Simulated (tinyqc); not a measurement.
Arrhenius plot: admittance spectroscopy and thermally stimulated current of one trap level in a depletion layer. Computed by tinyqc, a small Python program. Command: `OMP_NUM_THREADS=1 python tinyqc.py 3112914 3112915 out.jsonl admit walk`. One thread of a shared host (Intel(R) Xeon(R) Processor @ 2.30GHz), about 0.01 s of CPU time with the checks.

A Schottky junction on n-type material holds one donor-like electron trap; shallow donors are fully ionised and abrupt depletion edges are assumed.

Inputs (values chosen for the exercise, modelled on n-type germanium):

| quantity | value | unit |
|---|---|---|
| density-of-states mass m | 0.554 | m_0 |
| shallow doping N | 4.5e+16 | 1/cm^3 |
| trap depth E_t below the band | 0.159 | eV |
| capture cross section sigma | 5.2e-16 | cm^2 |
| test frequency f | 500 | Hz |

Constants: k_B = 1.380649e-23 J/K; m_0 = 9.1093837015e-31 kg; h = 6.62607015e-34 J s; k_B = 8.617333262e-05 eV/K.

Method:
- N_c = 2 (2 pi m k_B T/h^2)^(3/2), v_th = sqrt(3 k_B T/m), emission rate e_n = sigma v_th N_c exp(-E_t/(k_B T)).
- Where the level crosses the Fermi level capture equals emission, so the trap follows the signal with the rate 2 e_n; G/omega peaks at omega = 2 e_n (the correction for large N_t/N is left out).
- Solve 2 e_n(T_p) = 2 pi f.
- T_p for 0.1, 0.3, 1, 3 and 10 f; least-squares lines of ln(e_n/T^2) and of ln(e_n) against 1/(k_B T), e_n = pi f; sigma = exp(intercept)/(v_th N_c/T^2).

peak temperature T_p = 116.043 K

Peaks:

| f (Hz) | T_p (K) | 1/(k_B T) (1/eV) | ln(e_n/T^2) | ln(e_n) |
|---|---|---|---|---|
| 50 | 102.74 | 112.95 | -4.2076 | 5.0568 |
| 150 | 108.71 | 106.75 | -3.2219 | 6.1554 |
| 500 | 116.04 | 100.00 | -2.1486 | 7.3593 |
| 1500 | 123.60 | 93.89 | -1.1762 | 8.4580 |
| 5000 | 133.02 | 87.24 | -0.1191 | 9.6619 |

depth from e_n/T^2 = 0.159 eV

cross section from the intercept = 5.20e-16 cm^2

depth without the T^2 = 0.17907 eV

What does the comparison show, and why?

Leaving out T^2 adds 20 meV, near 2 k_B T_p = 20 meV.

Extremes, crossings and ranges named in words are read from the listed rows.
